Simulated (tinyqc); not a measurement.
Width of the well: optical transitions of a finite quantum well.

Each carrier sees a square well of width L with its own depth V and masses m (inside), mb (outside); c = hbar^2/2m0, k = sqrt(m E/c), kappa = sqrt(mb (V - E)/c), and level n solves k L + 2 atan[(k/m)/(kappa/mb)] = n pi. The envelope is cos(kz) for odd n and sin(kz) for even n inside, joins exp(-kappa (|z| - L/2)) outside, and is normalised to 1. Excitons and band mixing are left out.

Constants: hbar^2/2m0 = 3.80998211 eV angstrom^2; hc = 1239.841984 eV nm.

Values chosen for the exercise (near those of a GaAs well in AlGaAs; shifted at random, so the results belong to these values and not to a real crystal): Eg = 1.52 eV (gap of the well); Vc = 0.186 eV (conduction offset); Vv = 0.096 eV (valence offset); me = 0.066 m0 (electron, well); meb = 0.0861 m0 (electron, barrier); mh = 0.366 m0 (heavy hole along z, well); mhb = 0.417 m0 (heavy hole, barrier); ml = 0.0871 m0 (light hole along z, well); mlb = 0.1136 m0 (light hole, barrier); Ls = (37, 45, 59, 75, 91, 141, 182) angstrom (widths).

Edge wavelength hc/(Eg + e1 + hh1), squared e1-hh1 overlap, lh1 - hh1, and the 1-2 intersubband energy with f_12 = (m1/c) E12 z_12^2, 1/m1 = <1|1/m|1> (dash: e2 unbound).

Results:

| L (angstrom) | edge (nm) | overlap^2 | lh1 - hh1 (meV) | E12 (meV) | f_12 |
|---|---|---|---|---|---|
| 37 | 756.5 | 0.9408 | 26.1 | - | - |
| 45 | 766.4 | 0.9524 | 24.3 | - | - |
| 59 | 778.8 | 0.9657 | 20.6 | 127.3 | 0.541 |
| 75 | 788.1 | 0.9748 | 16.8 | 112.7 | 0.960 |
| 91 | 794.4 | 0.9806 | 13.8 | 92.4 | 0.985 |
| 141 | 804.5 | 0.9898 | 8.1 | 51.0 | 0.973 |
| 182 | 808.3 | 0.9932 | 5.6 | 34.3 | 0.968 |

What can be read from this table?

The edge tunes from 757 to 808 nm, towards hc/Eg = 816 nm, while the overlap goes from 0.941 to 0.993. e2 binds at L = pi sqrt(c/(me Vc)) = 55.3 angstrom; f_12 starts from zero there and is 0.541 at 59 angstrom, the rest going to the continuum; among the widths listed it peaks at 0.985 (91 angstrom) and is 0.968 in the widest well, against 0.961 for hard walls.

tinyqc: `OMP_NUM_THREADS=1 python tinyqc.py 1280455 1280456 out.jsonl`; about 0.1 s, one thread, shared Intel(R) Xeon(R) Processor @ 2.30GHz.
